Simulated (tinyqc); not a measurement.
## Thermionic emission over a Gaussian spread of barriers: effect of the spread

Metal on an n-type semiconductor with one parabolic valley; V > 0 is forward bias (metal positive). Patches of barrier height b are spread as a Gaussian with mean phi - r2 V and variance sg^2 + r3 V; each carries A* T^2 exp(-b/Vt) [exp(V/Vt) - 1].

A* = 4 pi q me m0 kB^2/h^3 (times 1e-4 for A/(cm^2 K^2)). At zero bias the mean of exp(-b/Vt) gives phi_ap(0) = phi - sg^2/(2 Vt), J0 = A* T^2 exp(-phi_ap(0)/Vt), and the current is centred on b = phi - sg^2/Vt.

Parameters, values chosen for the exercise; band and dielectric values close to those of indium phosphide:
- T = 300 K (temperature)
- me = 0.0787 m0 (electron mass)
- phi = 1.21 eV (barrier height seen from the metal)

Constants: q = 1.602176634e-19 C, kB = 1.380649e-23 J/K, h = 6.62607015e-34 J s, m0 = 9.1093837015e-31 kg, Vt = kB T/q. Results are converted to the units shown.

Result of one run:

| phi_ap(0) (eV) | J0 (A/cm^2) | barrier that carries most current (eV) |
|---|---|---|
| 1.185 | 1.057e-14 | 1.160 |

Which standard deviation of the barrier heights sg gave this result: 0.02, 0.036, 0.068 or 0.116 eV?

sg = 0.036 eV.

The whole series:

| sg (eV) | phi_ap(0) (eV) | J0 (A/cm^2) | barrier that carries most current (eV) |
|---|---|---|---|
| 0.02 | 1.202 | 5.406e-15 | 1.195 |
| 0.036 | 1.185 | 1.057e-14 | 1.160 |
| 0.052 | 1.158 | 3.030e-14 | 1.105 |
| 0.068 | 1.121 | 1.274e-13 | 1.031 |
| 0.084 | 1.074 | 7.861e-13 | 0.9371 |
| 0.1 | 1.017 | 7.113e-12 | 0.8232 |
| 0.116 | 0.9497 | 9.439e-11 | 0.6895 |

The apparent barrier falls from 1.20 to 0.950 eV, by sg^2/(2 Vt), and J0 grows by a factor of 17500 over the table. The lowering equals Vt at sg = sqrt(2) Vt = 0.0366 eV. In 3 of the 7 rows sg exceeds 3 Vt, so the current comes from more than three deviations below the mean, a tiny share of the area that a Gaussian of independent patches describes poorly.

Computed by the program tinyqc: `OMP_NUM_THREADS=1 python tinyqc.py 2640045 2640046 out.jsonl`, one thread of a shared Intel Xeon 2.30GHz, about 0.01 s for the whole run.
